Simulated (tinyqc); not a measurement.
Rise against time: self-heating of a transistor with one or more fingers, with temperature-dependent conductivity. Computed by tinyqc, a small Python program. Command: `OMP_NUM_THREADS=1 python tinyqc.py 3001916 3001917 out.jsonl selfheat walk`. One thread of a shared host (Intel(R) Xeon(R) Processor @ 2.30GHz), about 0.07 s of CPU time with the checks.

N long parallel fingers lie on the top face of a slab whose bottom is held at T_0; the top is otherwise insulated, and heat flows in two dimensions. P in W/mm is 1000 P in W/m.

Inputs (values chosen for the exercise, modelled on sapphire): conductivity at the base temperature kappa_0 = 33 W/(m K); power per gate width P = 0.87 W/mm; fingers N = 1; finger pitch s = 23 micrometre; width of the heat source w = 0.17 micrometre; substrate thickness t = 110 micrometre; heat capacity C = 3.17 1e6 J/(m^3 K); pulse length = 0.13 microsecond.

Power: fixed power.

Method:
- A line source of power P on the top face raises the top at distance x by (P/(pi kappa_0)) g(x), g(x) = -ln tanh(pi x/(4 t)) (the image sum for the slab). On a strip of width w the centre sees the mean of g over the strip, g_0 = 1 + ln(8 t/(pi w)) for w much below t.
- theta_i = (P/(pi kappa_0)) [g_0 + sum over j != i of g(|i - j| s)], with equal powers and constant conductivity; thermal resistance = largest theta/P.
- After switching on, theta(tau) = (P D/kappa_0) int_0^tau X(u) Z(u) du at the hottest finger, D = kappa_0/C; X = sum over fingers at distance x of [erf((x + w/2)/r) - erf((x - w/2)/r)]/(2 w), Z = sum_(j=-200..200) (-1)^j exp(-(2 j t/r)^2)/sqrt(pi D u), r = 2 sqrt(D u); trapezoid rule on 300 points evenly spaced in ln u from u_0 = 1e-3 min(tau, w^2/D) to tau, plus the exact piece 2 sqrt(u_0/(pi D))/w below u_0. Conductivity and power are held at their base values here, and Fourier's law is used even where the diffusion length is near a phonon free path.

diffusivity D = 10.4101 micrometre^2/microsecond

theta of each finger (K): [70.5512]

largest theta = 70.5512 K

Heating curve:
```
time (microsecond)  sqrt(D time) (micrometre)  rise (K)  share of the steady rise
0.0012                                0.11177    14.282                    0.2024
0.012                                 0.35344    23.766                    0.3369
0.12                                   1.1177    33.409                    0.4735
1.2                                    3.5344    43.069                    0.6105
12                                     11.177     52.73                    0.7474
58                                     24.572    59.341                    0.8411
230                                    48.932    65.112                    0.9229
700                                    85.364    69.128                    0.9798
1700                                   133.03    70.429                    0.9983
```

What follows from these numbers?

Half the steady rise is reached between 0.12 and 1.2 microseconds, and the last row holds 99.8 % of it; the slowest time constant is 4 t^2/(pi^2 D) = 471 microseconds. While the diffusion length lies between w and the pitch or thickness, the rise grows as the logarithm of time.

Extremes, crossings and ranges named in words are read from the listed rows.
